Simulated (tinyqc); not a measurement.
## Double-gate transistor below threshold, two-dimensional Poisson equation on a small mesh: effect of the insulator thickness

Half of a symmetric double-gate structure: row 0 is the mid-plane of the body, where the normal field vanishes. Mobile charge is neglected (subthreshold), the body is fully depleted, and potentials are counted from the intrinsic level; rows run upward to the gate, columns from source to drain.

Mesh: rows i = 0..12 in the semiconductor (step hs = tb/12, row 12 on the interface), then 8 step(s) ho = tox/8 up to the gate row 20; columns j = 0..80 (step hy = L/80). Box integration, divided by eps0: up_i = eps hy/h of the interval above row i, dn_i = that of the interval below (0 for row 0), lat_i = (sum of eps h/2 over the intervals above and below)/hy, s_i = -q Na w_i hy/eps0 with w_i the semiconductor height of the box (hs/2 for row 0 and the interface row, hs between, 0 in the insulator). Each free node obeys (up + dn + 2 lat) psi = up psi(above) + dn psi(below) + lat [psi(left) + psi(right)] + s. Fixed values: gate row Vg - Vfb; column 0 at Vbi and the last column at Vbi + Vd in the semiconductor, each running linearly to Vg - Vfb across the insulator. The system is solved directly. On row 0 the minimum of psi and its place come from a parabola through the three lowest nodes; barrier = Vbi - minimum, swing = Vt ln 10/(d psi/dVg), DIBL = (d psi/dVd)/(d psi/dVg) there. Lambda = pi/k with k the smallest positive root of tan(k tox) tan(k tb) = eox/eps_r.

Parameters, values chosen for the exercise; semiconductor permittivity close to that of gallium nitride: temperature T = 250 K; relative permittivity of the semiconductor eps_r = 9.48; relative permittivity of the insulator eox = 25; half the body thickness tb = 5 nm; channel length L = 40 nm; acceptor density of the depleted body Na = 5.2e17 cm^-3; potential of the source Vbi = 0.57 V; gate offset Vfb = -0.04 V; gate voltage Vg = 0.1 V; drain voltage Vd = 0.5 V.

Constants: q = 1.602176634e-19 C, kB = 1.380649e-23 J/K, Vt = kB T/q, eps0 = 8.8541878128e-14 F/cm where lengths are in cm. Results are converted to the units shown.

Effect of the insulator thickness:
```
tox (nm)  L/Lambda  barrier (V)  place y/L  swing (mV/decade)  DIBL (mV/V)
2.9          3.177       0.4357     0.4621              50.62        6.564
4            2.865       0.4302     0.4579              51.29        10.82
5.5          2.468       0.4176     0.4510              52.67        19.71
7.6          2.017       0.3914     0.4403              55.57        38.39
10           1.645       0.3538     0.4270              60.18        67.82
14           1.247       0.2862     0.4035              70.57        131.6
```

As tox goes from 2.9 to 14 nm, the barrier falls from 0.436 to 0.286 V, the swing rises from 50.6 to 70.6 mV a decade and DIBL rises from 6.56 to 132 mV/V; the ideal swing is 49.6. L/Lambda goes from 3.2 to 1.2.

Computed by the program tinyqc: `OMP_NUM_THREADS=1 python tinyqc.py 2480147 2480148 out.jsonl`, one thread of a shared Intel Xeon 2.30GHz, about 0.1 s for the whole run.
